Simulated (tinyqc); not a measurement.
From results to parameters: Morse oscillator. Computed by the program tinyqc.

Problem. A Morse oscillator has levels we (n + 1/2) - wexe (n + 1/2)^2 with wexe = we^2/(4 De) and we = a sqrt(2 De/m) in atomic units (1 hartree = 219474.63 cm^-1 = 27.211386 eV, 1 u = 1822.888 electron masses). Find we, wexe, De and a.

spacings 0-1 and 1-2 (cm^-1): 1507.936297  1491.803064
reduced mass = 9.030009 u

Solution. The spacings are we - 2 wexe and we - 4 wexe, so their difference is 2 wexe; De = we^2/(4 wexe) and a = sqrt(2 m wexe).

we, wexe (cm^-1): 1524.0695  8.0666
De = 8.9253 eV
a = 1.100 1/bohr
